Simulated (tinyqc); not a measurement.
Thickness from the transmission.

Inverse problem. A dielectric of barrier phi1 and mass m1 carries the voltage V, so U = phi1 - V x/t1. At E = 0 the WKB exponent is S = (4 t1/(3 V)) sqrt(m1/C) [phi1^1.5 - max(phi1 - V, 0)^1.5], C = hbar^2/(2 m0), and T = exp(-S). Find S, t1 and the field.

Values chosen for this exercise:
- phi1 = 2.59 eV (barrier of layer 1 above the emitter Fermi level at zero bias)
- m1 = 0.4 m0 (tunnelling mass of layer 1)
- V = 0.5 V (voltage across the dielectric)

Constants: q = 1.602176634e-19 C, hbar = 1.054571817e-34 J s, m0 = 9.1093837015e-31 kg, hbar^2/(2 m0) = 0.0380998212 eV nm^2. Results are converted to the units shown.

T at E = 0 = 6.3051491e-15

Answer. At fixed V the exponent is proportional to t1.

S = 32.7
t1 = 3.30 nm
field = 1.52 MV/cm

Computed by the program tinyqc: `OMP_NUM_THREADS=1 python tinyqc.py 2540024 2540025 out.jsonl`, one thread of a shared Intel Xeon 2.30GHz, about 0.01 s for the whole run.
